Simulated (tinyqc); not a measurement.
RHF in the sto-3g basis, for BeH2, spin multiplicity 1, step by step. One step of it, computed by the program tinyqc.

Problem. Iteration 1: building the Fock matrix. J_ij = sum D_kl (ij|kl), K_ij = sum D_kl (ik|jl); F = H + J - 0.5 K; E = tr D H + tr D J / 2 - 0.25 tr D K + E_nn.

D at the start, lower triangle:
```
            1Be 1s     1Be 2s   1Be 2px    1Be 2py   1Be 2pz     2H 1s     3H 1s
1Be 1s    2.138612
1Be 2s   -0.518284   1.893011
1Be 2px   0.000000   0.000000  0.000000
1Be 2py   0.001424  -0.007121  0.000000   2.111054
1Be 2pz  -0.014712   0.058852  0.000000  -0.000208  0.001831
2H 1s    -0.023196   0.143061  0.000000  -0.057374  0.004458  0.012469
3H 1s    -0.021219   0.134645  0.000000   0.063389  0.004197  0.008580  0.011634
```

core Hamiltonian H = T + V (hartree), lower triangle:
```
            1Be 1s     1Be 2s    1Be 2px    1Be 2py    1Be 2pz      2H 1s      3H 1s
1Be 1s   -8.568553
1Be 2s   -2.114292  -2.775348
1Be 2px   0.000000   0.000000  -2.242329
1Be 2py  -0.000207  -0.001229   0.000000  -2.437582
1Be 2pz  -0.000621  -0.005629   0.000000  -0.000042  -2.242423
2H 1s    -0.400608  -1.055559   0.000000  -1.149461  -0.025743  -2.044345
3H 1s    -0.391059  -1.041542   0.000000   1.138001  -0.025304  -0.064814  -2.034420
```

Two-electron integrals (ij|kl) in chemists' order, unique and non-zero (hartree):
```
(11|11) 2.298831    (21|11) 0.392036    (21|21) 0.079539    (22|11) 0.570988
(22|21) 0.143041    (22|22) 0.417683    (31|31) 0.014607    (32|31) 0.021888
(32|32) 0.092265    (33|11) 0.569578    (33|21) 0.143083    (33|22) 0.417589
(33|33) 0.449859    (41|41) 0.014607    (42|41) 0.021888    (42|42) 0.092265
(43|43) 0.024249    (44|11) 0.569578    (44|21) 0.143083    (44|22) 0.417589
(44|33) 0.401360    (44|44) 0.449859    (51|51) 0.014607    (52|51) 0.021888
(52|52) 0.092265    (53|53) 0.024249    (54|54) 0.024249    (55|11) 0.569578
(55|21) 0.143083    (55|22) 0.417589    (55|33) 0.401360    (55|44) 0.401360
(55|55) 0.449859    (61|11) 0.072376    (61|21) 0.014677    (61|22) 0.026622
(61|33) 0.026436    (61|41) 0.001295    (61|42) 0.002447    (61|44) 0.027008
(61|51) 0.000028    (61|52) 0.000054    (61|54) 0.000013    (61|55) 0.026436
(61|61) 0.002839    (62|11) 0.182549    (62|21) 0.046438    (62|22) 0.148634
(62|33) 0.142915    (62|41) 0.006066    (62|42) 0.037839    (62|44) 0.159929
(62|51) 0.000133    (62|52) 0.000831    (62|54) 0.000374    (62|55) 0.142923
(62|61) 0.009481    (62|62) 0.080044    (63|31) 0.004172    (63|32) 0.019752
(63|43) 0.006479    (63|53) 0.000142    (63|63) 0.007164    (64|11) 0.198433
(64|21) 0.051079    (64|22) 0.171367    (64|33) 0.161218    (64|41) 0.009816
(64|42) 0.058741    (64|44) 0.191482    (64|51) 0.000124    (64|52) 0.000856
(64|54) 0.000522    (64|55) 0.161227    (64|61) 0.010875    (64|62) 0.104765
(64|64) 0.141270    (65|11) 0.004357    (65|21) 0.001121    (65|22) 0.003763
(65|33) 0.003540    (65|41) 0.000124    (65|42) 0.000856    (65|44) 0.003920
(65|51) 0.004175    (65|52) 0.019771    (65|54) 0.006487    (65|55) 0.003824
(65|61) 0.000239    (65|62) 0.002300    (65|64) 0.002944    (65|65) 0.007228
(66|11) 0.350315    (66|21) 0.090689    (66|22) 0.325827    (66|33) 0.302345
(66|41) 0.013608    (66|42) 0.110559    (66|44) 0.372488    (66|51) 0.000299
(66|52) 0.002427    (66|54) 0.001540    (66|55) 0.302379    (66|61) 0.018949
(66|62) 0.224751    (66|64) 0.311771    (66|65) 0.006845    (66|66) 0.774606
(71|11) 0.070648    (71|21) 0.014326    (71|22) 0.025987    (71|33) 0.025806
(71|41) -0.001263   (71|42) -0.002388   (71|44) 0.026363    (71|51) 0.000028
(71|52) 0.000052    (71|54) -0.000012   (71|55) 0.025807    (71|61) 0.002532
(71|62) 0.007811    (71|64) 0.008299    (71|65) 0.000198    (71|66) 0.015101
(71|71) 0.002705    (72|11) 0.179841    (72|21) 0.045758    (72|22) 0.146669
(72|33) 0.141007    (72|41) -0.005974   (72|42) -0.037411   (72|44) 0.157852
(72|51) 0.000130    (72|52) 0.000815    (72|54) -0.000367   (72|55) 0.141015
(72|61) 0.007885    (72|62) 0.040126    (72|64) 0.042475    (72|65) 0.001139
(72|66) 0.082865    (72|71) 0.009119    (72|72) 0.078261    (73|31) 0.004089
(73|32) 0.019414    (73|43) -0.006388   (73|53) 0.000139    (73|63) 0.002783
(73|73) 0.006959    (74|11) -0.196096   (74|21) -0.050483   (74|22) -0.169592
(74|33) -0.159552   (74|41) 0.009657    (74|42) 0.058046    (74|44) -0.189492
(74|51) -0.000121   (74|52) -0.000842   (74|54) 0.000513    (74|55) -0.159560
(74|61) -0.008407   (74|62) -0.042647   (74|64) -0.043819   (74|65) -0.001193
(74|66) -0.087516   (74|71) -0.010486   (74|72) -0.102679   (74|74) 0.138719
(75|11) 0.004274    (75|21) 0.001100    (75|22) 0.003697    (75|33) 0.003478
(75|41) -0.000121   (75|42) -0.000842   (75|44) 0.003852    (75|51) 0.004092
(75|52) 0.019432    (75|54) -0.006396   (75|55) 0.003756    (75|61) 0.000200
(75|62) 0.001135    (75|64) 0.001184    (75|65) 0.002815    (75|66) 0.002391
(75|71) 0.000229    (75|72) 0.002238    (75|74) -0.002872   (75|75) 0.007021
(76|11) 0.010945    (76|21) 0.002709    (76|22) 0.007676    (76|33) 0.007566
(76|41) -1.37e-06   (76|42) -0.000010   (76|44) 0.007889    (76|51) 0.000016
(76|52) 0.000079    (76|54) -1.07e-07   (76|55) 0.007567    (76|61) 0.000506
(76|62) 0.002797    (76|64) 0.003270    (76|65) 0.000088    (76|66) 0.006283
(76|71) 0.000494    (76|72) 0.002770    (76|74) -0.003251   (76|75) 0.000087
(76|76) 0.000143    (77|11) 0.347846    (77|21) 0.090059    (77|22) 0.324144
(77|33) 0.300818    (77|41) -0.013435   (77|42) -0.109823   (77|44) 0.370489
(77|51) 0.000293    (77|52) 0.002394    (77|54) -0.001519   (77|55) 0.300851
(77|61) 0.015369    (77|62) 0.083615    (77|64) 0.087973    (77|65) 0.002421
(77|66) 0.175389    (77|71) 0.018357    (77|72) 0.222000    (77|74) -0.308564
(77|75) 0.006726    (77|76) 0.006283    (77|77) 0.774606
```

nuclear repulsion = 2.98114012 hartree

Give: Coulomb J; exchange K; Fock matrix F; total energy of this density.

Solution.

Coulomb J (hartree), lower triangle:
```
         1Be 1s  1Be 2s  1Be 2px  1Be 2py  1Be 2pz   2H 1s   3H 1s
1Be 1s   6.8496
1Be 2s   1.3434  2.7924
1Be 2px  0.0000  0.0000   2.7536
1Be 2py  0.0000  0.0002   0.0000   2.8598
1Be 2pz  0.0023  0.0109   0.0000   0.0000   2.7537
2H 1s    0.2497  0.9804   0.0000   1.1234   0.0264  2.1077
3H 1s    0.2438  0.9665   0.0000  -1.1105   0.0259  0.0527  2.0930
```

exchange K (hartree), lower triangle:
```
          1Be 1s   1Be 2s  1Be 2px  1Be 2py  1Be 2pz   2H 1s   3H 1s
1Be 1s    4.6929
1Be 2s    0.8290   1.0789
1Be 2px   0.0000   0.0000   0.2436
1Be 2py  -0.0001  -0.0002   0.0000   1.1211
1Be 2pz   0.0015   0.0301   0.0000   0.0000   0.2445
2H 1s     0.1679   0.4537   0.0000   0.4689   0.0139  0.4834
3H 1s     0.1640   0.4464   0.0000  -0.4615   0.0137  0.0159  0.4692
```

Fock matrix F (hartree), lower triangle:
```
          1Be 1s   1Be 2s  1Be 2px  1Be 2py  1Be 2pz    2H 1s    3H 1s
1Be 1s   -4.0654
1Be 2s   -1.1854  -0.5224
1Be 2px   0.0000   0.0000   0.3895
1Be 2py  -0.0002  -0.0009   0.0000  -0.1384
1Be 2pz   0.0009  -0.0098   0.0000   0.0000   0.3890
2H 1s    -0.2348  -0.3019   0.0000  -0.2605  -0.0063  -0.1783
3H 1s    -0.2293  -0.2982   0.0000   0.2583  -0.0062  -0.0201  -0.1760
```

total energy of this density = -14.866125 hartree
